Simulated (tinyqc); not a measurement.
# n-type polysilicon, carrier trapping at grain boundaries: effect of the trap density of a grain boundary

One-dimensional grains of size Lg, uniform ionised doping N, monovalent traps Qt at each boundary at a depth Et below (for electrons) or above (for holes) the band edge there, abrupt depletion of width W on each side of a boundary, Boltzmann statistics. xi is the distance from the band edge at the grain centre to the Fermi level. Trapped charge Qt/(1 + exp((xi + VB - Et)/Vt)) = 2 N W, barrier VB = q N W^2/(2 eps0 eps_r).

If the trap equation with xi = Vt ln(NB/N) has a root W < Lg/2, the grain is partly depleted; otherwise W = Lg/2 and the trap equation gives xi = Et - VB + Vt ln(Qt/(N Lg) - 1). N* = Qt/Lg. n0 = NB exp(-xi/Vt); mean density n0 (1 - 2 W/Lg) by charge balance in a partly depleted grain, and n0 (sqrt(pi)/2) erf(u)/u with u = sqrt(VB/Vt) in a fully depleted one; v = sqrt(kB T/(2 pi ms m0)); barrier resistivity Vt exp(VB/Vt)/(q fe n0 v Lg); grain resistivity (1 - 2 W/Lg)/(q n0 mug); effective mobility 1/(q mean density total resistivity). Rows with xi above 0.45 V, towards mid-gap, are left out, since the other carrier type is ignored.

Inputs (values chosen for the exercise); values of the order met in polycrystalline silicon: temperature T = 250 K; relative permittivity eps_r = 11.7; conduction-band density of states at T NB = 2.13e19 cm^-3; grain size Lg = 39 nm; depth of the trap level from the majority band edge at the boundary Et = 0.33 eV; mass for thermionic emission ms = 0.41 m0; correction factor of the emission rate fe = 1; mobility inside the grains mug = 82 cm^2/(V s); doping N = 2.9e18 cm^-3.

Constants: q = 1.602176634e-19 C, kB = 1.380649e-23 J/K, m0 = 9.1093837015e-31 kg, Vt = kB T/q, eps0 = 8.8541878128e-14 F/cm where lengths are in cm. Results are converted to the units shown.

The same in every row: xi (V) = 0.042957.

Effect of the trap density of a grain boundary:

| Qt (cm^-2) | N/N* | depleted share 2 W/Lg | VB (V) | mean density (cm^-3) | resistivity (ohm cm) | effective mobility (cm^2/(V s)) |
|---|---|---|---|---|---|---|
| 2e11 | 56.550 | 0.017683 | 2.6665e-4 | 2.8487e18 | 0.028921 | 75.757 |
| 3.4e11 | 33.265 | 0.030062 | 7.7063e-4 | 2.8128e18 | 0.028671 | 77.394 |
| 5.7e11 | 19.842 | 0.050398 | 0.0021659 | 2.7538e18 | 0.028352 | 79.941 |
| 9.7e11 | 11.660 | 0.085765 | 0.0062723 | 2.6513e18 | 0.028143 | 83.648 |
| 1.6e12 | 7.0687 | 0.14147 | 0.017066 | 2.4897e18 | 0.029379 | 85.329 |
| 2.8e12 | 4.0393 | 0.24756 | 0.052262 | 2.1821e18 | 0.054817 | 52.180 |
| 4.7e12 | 2.4064 | 0.41494 | 0.14682 | 1.6967e18 | 2.8412 | 1.2948 |
| 8e12 | 1.4138 | 0.55191 | 0.25974 | 1.2995e18 | 534.03 | 0.0089941 |

As Qt goes from 2e11 to 8e12, VB rises from 2.67e-4 to 0.260 V, the resistivity goes from 0.0289 through a minimum of 0.0281 (at Qt = 9.7e11 among the rows listed) to 534 ohm cm and the effective mobility goes from 75.8 through a maximum of 85.3 (at Qt = 1.6e12 among the rows listed) to 0.00899 cm^2/(V s). In every row xi is under 2.5 Vt, where Boltzmann statistics begin to fail. For Qt = 2e11, 3.4e11, 5.7e11, 9.7e11, 1.6e12 VB is below Vt, where abrupt depletion and thermionic emission are rough. For Qt = 9.7e11, 1.6e12 the effective mobility exceeds mug, since drift through the depleted part of the grain is left out.

Program tinyqc, `OMP_NUM_THREADS=1 python tinyqc.py 2830188 2830189 out.jsonl`; Intel Xeon 2.30GHz, shared host, one thread, about 0.01 s.
